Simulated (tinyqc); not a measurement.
Density of states of one tight-binding band on the triangular lattice, step by step. Values are carried at full precision from step to step, so a last printed digit may differ when a step is redone from the rounded ones.

E(k) = -2 t (cos 2 pi k1 + cos 2 pi k2 + cos 2 pi (k1 + k2)); k in fractions of the reciprocal vectors, mesh k_i = j/N with j = 0 .. N-1. Densities are per cell and per spin, so the band holds one state.

Inputs chosen for the exercise:
- t = 1.04 eV (nearest hopping)
- N = 4 (mesh points along each axis)
- bins = 10 (bins of the histogram)
- E_lo = -6.313 eV (lower end of the histogram)
- E_hi = 3.217 eV (upper end)
- E = 1.59 eV (energy at which the density is wanted)
- sigma = 0.312 eV (Gaussian width)

## Energies on the mesh

Evaluate the band at all 16 points and collect equal values.

Distinct energies:
```
E_k (eV)  points
-6.2400        1
-2.0800        6
2.0800         9
```

The 16 points give 3 distinct energies between -6.2400 and 2.0800 eV; a dense mesh gives a band from -6.240 to 3.120 eV.

## Histogram

Count the points in equal bins from E_lo to E_hi; g = count/(all points x bin width).

Histogram:
```
from (eV)  to (eV)  points  g (1/eV)
-6.3130    -5.3600       1    0.0656
-5.3600    -4.4070       0    0.0000
-4.4070    -3.4540       0    0.0000
-3.4540    -2.5010       0    0.0000
-2.5010    -1.5480       6    0.3935
-1.5480    -0.5950       0    0.0000
-0.5950     0.3580       0    0.0000
0.3580      1.3110       0    0.0000
1.3110      2.2640       9    0.5902
2.2640      3.2170       0    0.0000
```

Empty bins: 7 of 10; the fullest holds 9 points. Empty bins inside the band come from the coarse mesh, not from gaps.

## Gaussian broadening at one energy

Gaussian broadening: g(E) = mean over the mesh of exp(-(E - E_k)^2/(2 sigma^2))/(sigma sqrt(2 pi)), n(E) = mean of erfc((E_k - E)/(sigma sqrt 2))/2.

Sum over the distinct energies with their counts.

n(E) = 0.4702
g(E) = 0.2095 1/eV

## Sum over all linear triangles

Each cell of the mesh is cut along (i+1, j)-(i, j+1) into two triangles. For corner energies e1 <= e2 <= e3 and eij = ei - ej, the share of the triangle below E is n = (E - e1)^2/(e21 e31) for e1 < E < e2 and n = 1 - (e3 - E)^2/(e31 e32) for e2 < E < e3; its density of states is g = dn/dE.

Average n and g over all pieces of the mesh. The reference uses the same method with N = 240.

n(E) = 0.6643
g(E) = 0.1697 1/eV
reference n(E) = 0.616
reference g(E) = 0.198 1/eV

On this mesh the linear method errs by -0.028 1/eV in g and +0.048 in n; the Gaussian sum erred by +0.012 and -0.146.

## Checks

- States below the top of the band by the linear method against one: both 1.000000.

Computed by tinyqc, a small Python program: `OMP_NUM_THREADS=1 python tinyqc.py 1682412 1682413 out.jsonl` (the numbers bound the seed that draws the inputs); one thread of a shared host (Intel(R) Xeon(R) Processor @ 2.30GHz), about 0.08 s for the whole set of steps.
